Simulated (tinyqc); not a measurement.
All approximations against the coupling: Froehlich polaron in a polar crystal. Computed by tinyqc, a small Python program. Command: `OMP_NUM_THREADS=1 python tinyqc.py 3026616 3026617 out.jsonl frohlich walk`. One thread of a shared host (Intel(R) Xeon(R) Processor @ 2.30GHz), about 0.05 s of CPU time with the checks.

One electron in a parabolic band of mass m*, coupled to dispersionless LO phonons in the continuum model. Energies are in units of hbar omega unless marked, wave numbers in k_0 = sqrt(2 m* omega/hbar).

Inputs (values chosen for the exercise, modelled on zinc sulfide):

| quantity | value | unit |
|---|---|---|
| band mass m* | 0.299 | m_0 |
| LO phonon energy hbar omega | 43.8 | meV |
| eps_inf | 5.04 | - |
| static dielectric constant eps_s | 8.31 | - |
| electron wave number k/k_0 | 0.5 | - |

Constants: hbar^2/(2 m_0) = 3.80998212 eV angstrom^2; e^2/(4 pi eps_0) = 14.39964548 eV angstrom.

Method:
- 1/eps* = 1/eps_inf - 1/eps_s; k_0 = sqrt(2 m* omega/hbar) = sqrt(m* hbar omega / (hbar^2/(2 m_0))) with m* in m_0; alpha = (e^2/(4 pi eps_0)) k_0/(2 eps* hbar omega); polaron length 1/k_0.
- Feynman's bound: E(v, w) = 3 (v - w)^2/(4 v) - (alpha v/sqrt(pi)) int_0^infinity e^-u D(u)^(-1/2) du, D = w^2 u + ((v^2 - w^2)/v)(1 - e^(-v u)); integrals by 80 Gauss-Legendre points in s from 0 to 1 with u = 40 s^2.
- Minimise over v > w > 0 (simplex search); mass m_p/m* = 1 + (alpha v^3/(3 sqrt(pi))) int u^2 e^-u D^(-3/2) du.
- Other columns: second order -alpha; Landau-Pekar Gaussian -alpha^2/(3 pi); Lee-Low-Pines mass 1 + alpha/6. The polaron energy in meV uses the given hbar omega.

coupling constant alpha = 0.752446

Energies (hbar omega) and masses (m*):

| alpha | second order | Gaussian | Feynman | Feynman (meV) | mass, LLP | mass, Feynman | v | w |
|---|---|---|---|---|---|---|---|---|
| 0.19 | -0.19 | -0.0038303 | -0.19045 | -8.3417 | 1.0317 | 1.033 | 3.02 | 2.98 |
| 0.38 | -0.38 | -0.015321 | -0.38182 | -16.724 | 1.0633 | 1.067 | 3.04 | 2.95 |
| 0.75 | -0.75 | -0.059683 | -0.75723 | -33.167 | 1.125 | 1.141 | 3.08 | 2.9 |
| 1.2 | -1.2 | -0.15279 | -1.2190 | -53.391 | 1.2 | 1.243 | 3.13 | 2.84 |
| 3.5 | -3.5 | -1.2998 | -3.6885 | -161.56 | 1.5833 | 2.186 | 3.53 | 2.47 |
| 6.5 | -6.5 | -4.4829 | -7.3920 | -323.77 | 2.0833 | 9.746 | 5.16 | 1.73 |
| 9.5 | -9.5 | -9.5758 | -12.461 | -545.80 | 2.5833 | 84.79 | 11.1 | 1.24 |
| 12 | -12 | -15.279 | -18.143 | -794.68 | 3 | 281.6 | 18.6 | 1.13 |

What does the comparison show, and why?

All three energies are upper bounds (-alpha through the Lee-Low-Pines state), and the Feynman value is the lowest in every row. It lies within 5 % of -alpha up to alpha = 1.2; at alpha = 12 it is 1.19 times the Gaussian value, whose alpha^2 law it approaches with a constant shift of about -3 ln 2 - 3/4 = -2.83 (here -2.86). The mass stays within 10 % of 1 + alpha/6 up to alpha = 1.2 and reaches 282 m* in the last row; w falls from 2.98 towards 1 while v grows to 18.6.

Extremes, crossings and ranges named in words are read from the listed rows.
